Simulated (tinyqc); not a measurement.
Inside a calculation. Method: tight binding, kagome lattice. One step of it, computed by the program tinyqc.

Question. Bloch Hamiltonian at k. H_AB = -t1 - t2 exp(-i k.a1), H_AC = -t1 - t2 exp(-i k.a2), H_BC = -t1 - t2 exp(i k.(a1 - a2)), H_CC = delta.

Parameters chosen for this model:
```
parameter     value                unit
t1         1.160000    eV, up triangles
t2         0.470000  eV, down triangles
delta             0        eV on site C
```

k point k (fractions of the reciprocal vectors): -0.090000  -0.340000

Give: H(k) at k.

Answer.

H(k) at k (eV), lower triangle (Hermitian):
```
               A              B      C
A          0.000
B  -1.557+0.252i          0.000
C  -0.908+0.397i  -1.160+0.470i  0.000
```
